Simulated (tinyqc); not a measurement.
# Leakage through a gate insulator: direct, Fowler-Nordheim, trap-assisted and Poole-Frenkel currents, step by step

A worked calculation. Computed by tinyqc, a small Python program that keeps every step. Command: `OMP_NUM_THREADS=1 python tinyqc.py 3006937 3006938 out.jsonl oxideleak walk`. One thread of a shared host (Intel(R) Xeon(R) Processor @ 2.30GHz), about 0.01 s of CPU time with the checks. Intermediate numbers are printed to about 7 digits and carried at full precision; extremes and crossings named in words are read from the listed rows.

Electrons enter from the cathode Fermi level at x = 0; the conduction band of the insulator lies phi_b - e F x above it, F = V/t. WKB exponents use a parabolic band with mass m.

Inputs (values chosen for the exercise, with an insulator like Si3N4):
```
quantity                          value   unit
thickness t                         2.3     nm
barrier phi_b                      2.07     eV
tunnelling mass m                   0.4    m_0
static constant eps_ox             7.35      -
optical constant eps_opt           4.13      -
voltage across the insulator V     0.59      V
trap depth phi_t                    1.1     eV
trap density N_t                1.7e+19  cm^-3
attempt rate nu_0                 6e+13    1/s
activation of capture E_a          0.29     eV
temperature T                       400      K
```

Constants: hbar^2/(2 m_0) = 3.80998212 eV angstrom^2; e = 1.602176634e-19 C; hbar = 1.054571817e-34 J s; k_B = 8.617333262e-05 eV/K; eps_0 = 8.8541878128e-12 F/m.

## Field and tunnelling without traps

For a level a distance phi(x) below the band, the WKB exponent is 2 int kappa dx with kappa = sqrt(m phi/(hbar^2/2m_0)); for a linear barrier from phi_1 down to phi_2 = max(phi_1 - e F d, 0) it is G = (4/3) sqrt(m/(hbar^2/2m_0)) (phi_1^(3/2) - phi_2^(3/2))/(e F). J_tun = e^3 F^2/(16 pi^2 hbar m phi_b) x exp(-G) / [1 - sqrt(phi_2/phi_b)]^2 with the free-electron mass in the cathode (m in m_0), phi_2 = max(phi_b - e V, 0): direct tunnelling for e V < phi_b, Fowler-Nordheim above. Image forces, back-flow and the limit on supply are left out, so J_tun is overstated below about 0.5 V. Equivalent oxide thickness = 3.9 t/eps_ox.

field F = 2.565217 MV/cm

equivalent oxide thickness = 1.220408 nm

WKB exponent G = 19.83457

tunnelling current J_tun = 1.249086 A/cm^2

The barrier is a trapezoid: direct tunnelling.

## One trap at several depths

A trap at depth x lies phi_t below the band. Capture: tunnel at the cathode Fermi level from 0 to x (G_in from phi_1 = phi_b), rate nu_0 exp(-G_in - E_c/k_B T) with E_c = E_a + max(phi_b - phi_t - e F x, 0), the last term being the height of the trap above the cathode Fermi level. Emission: tunnel from the trap level to the anode (G_out from phi_1 = phi_t over t - x), rate nu_0 exp(-G_out - E_a/k_B T). Re-emission to the cathode follows from detailed balance, rate_back = rate_in exp(dE/k_B T) with dE = phi_b - phi_t - e F x. Each trap passes R = rate_in rate_out/(rate_in + rate_back + rate_out) electrons per second; filling from the anode is left out. Depths: t times 0.08, 0.2, 0.32, 0.44, 0.56, 0.68, 0.8 and 0.92, rounded to 0.01 nm.

Rates:
```
x (nm)      G_in     G_out  E_c (eV)  rate in (1/s)  rate back (1/s)  rate out (1/s)       R (1/s)
0.18     1.66885  12.44445  1.213826    0.005752299     2.509215e+09    5.245154e+04  1.202411e-07
0.46     4.22714  11.04845  1.142000    0.003578988     1.943067e+08    2.118505e+05  3.897883e-06
0.74     6.73878   9.57017  1.070174    0.002333118     1.576505e+07    9.290563e+05  1.298421e-04
1.01     9.11572   8.07081  1.000913    0.001615450     1.463537e+06    4.161065e+06  1.195106e-03
1.29    11.53312   6.44294  0.929087    0.001157176     1.304790e+05    2.119227e+07  1.150095e-03
1.56    13.81739   4.80585  0.859826    0.000879025     1.328906e+04    1.089324e+08  8.789181e-04
1.84    16.13672   3.04105  0.788000    0.000694542     1.306840e+03    6.362105e+08  6.945408e-04
2.12    18.40450   1.21047  0.716174    0.000577812     1.353135e+02    3.968376e+09  5.778115e-04
```

The most effective of these traps sits at 1.01 nm, 44 % of the way; where rate back exceeds rate out, re-emission drains the trap, and elsewhere the slower forward step limits R.

## Trap-assisted current

J_TAT = e N_t int_0^t R dx by the midpoint rule on 400 intervals; the most effective depth is the midpoint with the largest R, rounded to 0.01 nm.

trap-assisted current J_TAT = 3.519185e-10 A/cm^2

most effective depth = 1.1 nm

## Poole-Frenkel bound

Poole-Frenkel emission over the lowered barrier of a charged trap: lowering sqrt(e F/(pi eps_opt eps_0)); J_PF = e N_t^(2/3) nu_0 exp(-(phi_t - lowering)/k_B T), one sheet of traps emitting with supply unlimited (an upper bound).

barrier lowering = 0.5981264 eV

Poole-Frenkel bound J_PF = 30.18781 A/cm^2

Caution: the film is too thin for the Poole-Frenkel picture (the lowering is a large part of the whole drop, or the traps are further apart than the film is thick), so J_PF is only nominal.

## Total without and with traps

J = J_tun + J_TAT (the Poole-Frenkel bound is not added); the ratio J/J_tun is the excess that stress-made traps add.

total current J = 1.249086 A/cm^2

J/J_tun = 1.000000

## Against voltage

The formulas are those given above.

Currents:
```
V (V)  F (MV/cm)  J_tun (A/cm^2)  J_TAT (A/cm^2)  best depth (nm)
0.28     1.21739    5.737779e-01    2.222897e-12             0.99
0.56     2.43478    1.156449e+00    1.975114e-10             1.08
0.84     3.65217    2.413528e+00    1.348631e-07             2.30
1.12     4.86957    5.251149e+00    9.174001e-05             1.99
1.40     6.08696    1.202120e+01    2.111927e-03             1.60
1.68     7.30435    2.931253e+01    1.671619e-02             1.33
1.97     8.56522    7.875939e+01    7.600819e-02             1.14
2.25     9.78261    3.457391e+02    2.285854e-01             0.99
2.53    11.00000    1.874083e+03    5.469866e-01             0.88
```

Tunnelling without traps rules in every row. Over the range J_tun grows by 3.5 decades and J_TAT by 11.4. The highest rows may lie beyond breakdown. Below about 0.5 V the formula for J_tun, which has no back-flow, overstates the current.

## Against thickness at fixed field

The formulas are those given above.

Currents:
```
t (nm)     V (V)  J_tun (A/cm^2)  J_TAT (A/cm^2)
1.2     0.307826    4.341508e+04    4.133979e-10
1.6     0.410435    7.996985e+02    3.930115e-10
2.2     0.564348    3.037341e+00    3.569455e-10
3.0     0.769565    3.296611e-03    3.315751e-10
4.0     1.026087    1.519719e-06    3.529832e-10
5.5     1.410870    8.719943e-11    2.652027e-10
7.5     1.923913    9.582554e-15    2.329214e-10
10.0    2.565217    2.017812e-15    2.329059e-10
```

Between the first rows J_tun falls by 4.34 decades per nm. J_TAT overtakes J_tun between 4 and 5.5 nm. Below about 0.5 V the formula for J_tun, which has no back-flow, overstates the current.

Checks made by the program: the WKB exponent by quadrature (relative difference below 1e-10); the integral with twice the points (relative difference 2e-07).
